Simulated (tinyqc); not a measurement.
Worked calculation: vacuum evaporation: vapour pressure, source flux, thickness distribution, purity and step coverage. Computed by tinyqc, a small Python program that keeps every step. Command: `OMP_NUM_THREADS=1 python tinyqc.py 3113698 3113699 out.jsonl evap walk`. One thread of a shared host (Intel(R) Xeon(R) Processor @ 2.30GHz), about 0.01 s of CPU time with the checks. Intermediate numbers are printed to about 5 digits and carried at full precision; extremes and crossings named in words are read from the listed rows.

Molecular flow, unit sticking of the metal, no re-evaporation. The background gas is taken as water vapour (18.015 g/mol, collision diameter 0.37 nm) at 300 K.

Inputs (values chosen for the exercise, modelled on aluminium, with constants for the liquid): molar mass M = 26.98 g/mol; film density rho = 2.7 g/cm^3; vapour-pressure constant A = 10.95; vapour-pressure constant B = 16210 K; source temperature T = 1550 K; source area = 1.8 cm^2; directionality n = 2; source-to-wafer distance h = 61 cm; wafer radius R = 5 cm; source offset from the axis s/h = 0.95; background pressure p = 3e-06 Pa; sticking of background gas = 0.06; aspect ratio of a trench = 3.2.

Constants: u = 1.6605390666e-27 kg; k_B = 1.380649e-23 J/K; R = 8.314462618 J/(mol K).

## Vapour pressure and flux

log10(p_v/Pa) = A - B/T; flux from the surface Phi = p_v/sqrt(2 pi m k_B T), m = M u. Mass loss = Phi x area x m; heat of evaporation = ln(10) R B; d ln Phi/dT = ln(10) B/T^2 - 1/(2 T).

vapour pressure p_v = 3.1041 Pa

flux Phi = 3.9994e+18 1/(cm^2 s)

mass loss = 1.1611 g/h

heat of evaporation = 310.34 kJ/mol

change of flux per kelvin = 1.5213 %/K

Holding the rate to 1 % needs the temperature to about 0.66 K.

## Rate and uniformity on a fixed wafer above the source

A small source emits (n + 1) Phi area cos^n(phi)/(2 pi) per solid angle; on a parallel plane at height h and lateral distance l the arrival rate is (n + 1) Phi area/(2 pi h^2) x (1 + (l/h)^2)^(-(n + 3)/2). Growth rate = arrival rate x m/rho, m = M u. The wafer is fixed and centred above the source.

arrival rate at the centre = 9.2373e+14 1/(cm^2 s)

growth rate at the centre = 0.15328 nm/s

edge over centre = 0.98340

non-uniformity (max - min)/(max + min) = 0.83700 %

share of the material that lands on the wafer, 1 - (1 + (R/h)^2)^(-(n + 1)/2) = 0.99940 %

## Offset source and rotation

Rotating wafer, source offset by s and facing upwards: thickness at radius r is the mean over the angle a of (1 + (r^2 + s^2 - 2 r s cos a)/h^2)^(-(n + 3)/2), by 360 equal steps; non-uniformity (max - min)/(max + min) over 21 radii from 0 to R.

centre thickness relative to an axial source = 0.20030

edge over centre, rotating = 1.0058

non-uniformity, rotating = 0.28932 %

## Choosing the offset

The curvature at the centre vanishes at s/h = sqrt(2/(n + 3)).

Against the offset:
```
s/h  centre thickness  edge over centre  non-uniformity (%)
0.0            1.0000            0.9834             0.83700
0.2            0.9066            0.9861             0.69756
0.4            0.6900            0.9925             0.37591
0.5            0.5724            0.9959             0.20387
0.6            0.4636            0.9990             0.04816
0.7            0.3690            1.0016             0.08229
0.8            0.2903            1.0037             0.18470
0.9            0.2269            1.0052             0.26042
1.1            0.1377            1.0070             0.34655
```

The best row, s/h = 0.6, has 0.048 % against 0.84 % on the axis, at the price of a rate lower by a factor 2.16; the small-wafer optimum is sqrt(2/(n + 3)) = 0.63.

## Scattering and purity

Mean free path lambda = k_B T_g/(sqrt2 pi d^2 p); unscattered share exp(-h/lambda); gas arrival p/sqrt(2 pi m_g k_B T_g); impurity ratio = sticking x gas arrival/metal arrival; monolayer time = 1e15 cm^-2/(sticking x gas arrival).

mean free path = 2269.9 m

unscattered share = 0.99973

gas arrival rate = 1.0752e+13 1/(cm^2 s)

impurity ratio = 6.9838e-04

monolayer time = 1550.1 s

## A trench at the wafer edge

Fixed wafer, axial point source, trench running tangentially at r = R: the beam arrives at tan(a) = R/h. Shadowed share of the floor = aspect ratio x tan(a) (at most 1); the wall facing the source grows at tan(a) times the field rate, the other wall not at all.

angle a = 4.6859 degrees

shadowed share of the floor = 0.26230

wall over field thickness = 0.081967

Checks made by the program: share on the wafer by quadrature (relative difference 5e-10).
